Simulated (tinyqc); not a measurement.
n-type polysilicon, carrier trapping at grain boundaries: effect of the grain size.

One-dimensional grains of size Lg, uniform ionised doping N, monovalent traps Qt at each boundary at a depth Et below (for electrons) or above (for holes) the band edge there, abrupt depletion of width W on each side of a boundary, Boltzmann statistics. xi is the distance from the band edge at the grain centre to the Fermi level. Trapped charge Qt/(1 + exp((xi + VB - Et)/Vt)) = 2 N W, barrier VB = q N W^2/(2 eps0 eps_r).

If the trap equation with xi = Vt ln(NB/N) has a root W < Lg/2, the grain is partly depleted; otherwise W = Lg/2 and the trap equation gives xi = Et - VB + Vt ln(Qt/(N Lg) - 1). N* = Qt/Lg. n0 = NB exp(-xi/Vt); mean density n0 (1 - 2 W/Lg) by charge balance in a partly depleted grain, and n0 (sqrt(pi)/2) erf(u)/u with u = sqrt(VB/Vt) in a fully depleted one; v = sqrt(kB T/(2 pi ms m0)); barrier resistivity Vt exp(VB/Vt)/(q fe n0 v Lg); grain resistivity (1 - 2 W/Lg)/(q n0 mug); effective mobility 1/(q mean density total resistivity). Rows with xi above 0.45 V, towards mid-gap, are left out, since the other carrier type is ignored.

Inputs (values chosen for the exercise); values of the order met in polycrystalline silicon: temperature T = 300 K; relative permittivity eps_r = 11.7; conduction-band density of states at T NB = 2.8e19 cm^-3; trap density of a grain boundary Qt = 8.3e11 cm^-2; depth of the trap level from the majority band edge at the boundary Et = 0.38 eV; mass for thermionic emission ms = 0.34 m0; correction factor of the emission rate fe = 0.25; mobility inside the grains mug = 76 cm^2/(V s); doping N = 2e18 cm^-3.

Constants: q = 1.602176634e-19 C, kB = 1.380649e-23 J/K, m0 = 9.1093837015e-31 kg, Vt = kB T/q, eps0 = 8.8541878128e-14 F/cm where lengths are in cm. Results are converted to the units shown.

The same in every row: VB (V) = 0.006659; xi (V) = 0.06822.

Results:
```
Lg (nm),N/N*,depleted share 2 W/Lg,mean density (cm^-3),resistivity (ohm cm),effective mobility (cm^2/(V s))
10,2.410,0.4150,1.170e18,0.1145,46.58
31,7.470,0.1339,1.732e18,0.06476,55.64
53,12.77,0.07830,1.843e18,0.05492,61.65
94,22.65,0.04415,1.912e18,0.04888,66.80
160,38.55,0.02594,1.948e18,0.04565,70.18
290,69.88,0.01431,1.971e18,0.04360,72.62
500,120.5,0.008300,1.983e18,0.04253,73.99
```

Estimate the missing row, Lg = 17 nm.

Computed row:
```
Lg (nm),N/N*,depleted share 2 W/Lg,mean density (cm^-3),resistivity (ohm cm),effective mobility (cm^2/(V s))
17,4.096,0.2441,1.512e18,0.08427,48.99
```

With this row back in the table: As Lg goes from 10 to 500, VB stays at 0.00666 V, the resistivity falls from 0.115 to 0.0425 ohm cm and the effective mobility rises from 46.6 to 74.0 cm^2/(V s). In every row VB is below Vt, where abrupt depletion and thermionic emission are rough. For Lg = 10 the grain is near the changeover between partial and full depletion, within a few Debye lengths, where both limits are rough.

Computed by the program tinyqc: `OMP_NUM_THREADS=1 python tinyqc.py 2830117 2830118 out.jsonl`, one thread of a shared Intel Xeon 2.30GHz, about 0.01 s for the whole run.
